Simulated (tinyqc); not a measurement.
# Wafer bonding and layer transfer: bond energy, gap closing, particles, bonding of dissimilar wafers and hydrogen blisters, step by step

A worked calculation. Computed by tinyqc, a small Python program that keeps every step. Command: `OMP_NUM_THREADS=1 python tinyqc.py 3031014 3031015 out.jsonl bond walk`. One thread of a shared host (Intel(R) Xeon(R) Processor @ 2.30GHz), about 0.01 s of CPU time with the checks. Intermediate numbers are printed to about 5 digits and carried at full precision; extremes and crossings named in words are read from the listed rows.

gamma is the energy per area of each of the two surfaces; plates are isotropic.

Inputs (values chosen for the exercise, with wafer 1 close to silicon):
```
quantity                                       value        unit
Young's modulus E1                               139         GPa
Young's modulus E2                              70.8         GPa
Poisson ratio nu                                 0.3           -
thickness t1                                     725  micrometre
thickness t2                                     200  micrometre
blade thickness t_b                              230  micrometre
crack length L                                  7.42          mm
particle radius h                              0.039  micrometre
radius of a shallow gap R                     0.0063          mm
half height of the gap h_g                        12          nm
expansion mismatch alpha_2 - alpha_1             3.2      1e-6/K
heating dT                                       100           K
implant depth d                                 0.98  micrometre
hydrogen dose                                    9.6   1e16/cm^2
share of the dose released as H2                0.22           -
surface energy of the weakened plane gamma_s    0.78       J/m^2
anneal temperature T                             725           K
```

Pair: two different wafers.

Constants: k_B = 1.380649e-23 J/K.

## Bond energy from the blade test

Two cantilevers opened by t_b: gamma = 3 t_b^2 E1 t1^3 E2 t2^3/(16 L^4 (E1 t1^3 + E2 t2^3)).

bond energy gamma = 1.8338 J/m^2

An error of 5 % in L changes gamma by about 20 %. This nears the fracture energy of the bulk. Caution: the crack is short against the thickness, so root rotation and shear add to the beam formula.

## Does a shallow gap close?

E' = E1/(1 - nu^2), equal wafers of thickness t1 assumed. A gap of radius R closes if h_g < h_c: h_c = R^2/sqrt((2/3) E' t1^3/gamma) for R > 2 t1 (plate bending), h_c = 3.6 sqrt(R gamma/E') for R < 2 t1 (local deformation).

closable height h_c = 31.308 nm

h_g/h_c = 0.38329

The gap closes.

## Void around a particle

E' = E1/(1 - nu^2), equal wafers assumed. Void radius in the plate regime: R_v = [(2/3) E' t1^3/gamma]^(1/4) h^(1/2). Below h_crit = 5 sqrt(t1 gamma/E') the wafers deform locally and R_v is of the order of h (taken as h).

critical particle radius = 0.46647 micrometre

void radius = 0.039 micrometre

The particle is small enough to be embedded.

## Heating a pair with different expansion

M = E/(1 - nu), misfit e = (alpha_2 - alpha_1) dT. Curvature k = 6 M1 M2 t1 t2 (t1 + t2) e/[M1^2 t1^4 + M2^2 t2^4 + 2 M1 M2 t1 t2 (2 t1^2 + 3 t1 t2 + 2 t2^2)]; force per width F = k (M1 t1^3 + M2 t2^3)/(6 (t1 + t2)); at the interface s1 = F/t1 + M1 k t1/2, s2 = -F/t2 - M2 k t2/2; stored biaxial energy U = F^2 [1/(M1 t1) + 1/(M2 t2)] + k^2 (M1 t1^3 + M2 t2^3)/12; the pair can part when U > 2 gamma.

curvature = 0.25818 1/m

force per width = 3.5578 kN/m

stress in wafer 1 at the interface = 23.492 MPa

stress in wafer 2 at the interface = -20.400 MPa

stored energy U = 1.1385 J/m^2

largest dT for this gamma = 179.48 K

U stays below 2 gamma; the bond strengthens on heating, so slow ramps or thinning one wafer first help.

## Blistering after hydrogen implantation

A flat crack of radius r under a layer of thickness d, as a clamped plate: centre height w = 3 p r^4/(16 E' d^3), volume pi r^2 w/3, energy release G = 3 p^2 r^4/(32 E' d^3), E' = E1/(1 - nu^2). It grows when G = 2 gamma_s. The gas comes from the area pi r^2: p V = (dose x share/2) pi r^2 k_B T, and G = p w/2 = (3/2) N k_B T with N the H2 molecules per area. Share needed: G = 2 gamma_s. The pressure and height at growth are given for r = 10 d.

energy release G = 1.5855 J/m^2

share of the dose needed = 0.21646

pressure at growth = 16.105 MPa

height at growth = 193.73 nm

The released gas suffices: cracks grow, as blisters under a free surface or as a split under a bonded stiffener. In this plate limit G depends on neither r nor d.

## Closable height against the size of the gap

The formulas are those given above.

Gap closing:
```
R (mm)    regime    h_c (nm)  slope h_c/R
1.00e-04   local  3.9445e+00     0.039445
1.00e-03   local  1.2474e+01     0.012474
1.00e-02   local  3.9445e+01     0.003944
1.00e-01   local  1.2474e+02     0.001247
5.00e-01   local  2.7892e+02     0.000558
2.00e+00   plate  8.6953e+02     0.000435
5.00e+00   plate  5.4346e+03     0.001087
2.00e+01   plate  8.6953e+04     0.004348
5.00e+01   plate  5.4346e+05     0.010869
```

Roughness of 100 nm scale may be 3.9 nm in half height, waviness of radius 5 cm as much as 540 micrometre: h_c goes as R^(1/2) when the wafer deforms locally and as R^2 when it bends. The allowed slope is least near R = 2 t1, so defects about 4 t1 wide are the hardest to close; bow matters little.

Checks made by the program: gamma against the derivative of the beam energy (relative difference below 1e-10).
